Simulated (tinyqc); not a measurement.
# Transfer length from front and end resistance

Problem. A contact of length d and width W has Rc = (Rsh Lt/W) coth(d/Lt) and Re = (Rsh Lt/W)/sinh(d/Lt), with Rsh the sheet resistance under the metal and Lt = sqrt(rc/Rsh). Find Lt, Rsh and rc.

Inputs (values chosen for the exercise):
- d = 3.1 um (contact length)
- W = 460 um (contact width)

Rc = 1.7389587 ohm
Re = 1.5506168 ohm

Answer. Rc/Re = cosh(d/Lt) gives Lt, and Re then gives Rsh.

Lt = 6.352 um
Rsh = 57.00 ohm/sq
rc = 2.300e-5 ohm cm^2

Numbers from tinyqc (`OMP_NUM_THREADS=1 python tinyqc.py 2760144 2760145 out.jsonl`; about 0.01 s on one thread of a shared Intel Xeon 2.30GHz).
